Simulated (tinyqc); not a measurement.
Sputter depth profiling of a dopant layer: erosion rate, quantification and the mixing-roughness response: one step, computed by the program tinyqc.

A rastered ion beam erodes silicon (49.94 atoms per nm^3). The measured profile is the true one convolved with a depth response.

Task: Erosion and sensitivity. Scaling chosen for the exercise: yield Y = Y1 E^0.5, mixing length w = w1 E^0.5 (E in keV). Erosion rate = Y I/(e x raster^2 x density); depth step = rate x counting time; concentration = RSF x counts/matrix counts; detection limit = RSF x 3 sqrt(background x time)/(matrix rate x time).

Inputs (values chosen for the exercise, modelled on a dopant in silicon under an oxygen or caesium beam):

| quantity | value | unit |
|---|---|---|
| beam energy E | 6.8 | keV |
| beam current | 37 | nA |
| raster side | 300 | um |
| sputter yield at 1 keV | 1.1 | - |
| mixing length at 1 keV | 1.3 | nm |
| relative sensitivity factor RSF | 5.7e+21 | 1/cm^3 |
| matrix count rate | 3e+06 | 1/s |
| background count rate | 0.54 | 1/s |
| counting time per point | 2 | s |

True profile: box.

Constants: e = 1.602176634e-19 C.

Give: yield Y; mixing length w; erosion rate; depth step; detection limit.

Result:

yield Y = 2.868

mixing length w = 3.390 nm

erosion rate = 0.1474 nm/s

depth step = 0.2948 nm

detection limit = 2.962e+15 1/cm^3

Caution: with so few background counts Poisson statistics, not 3 sqrt(N), set the true limit.
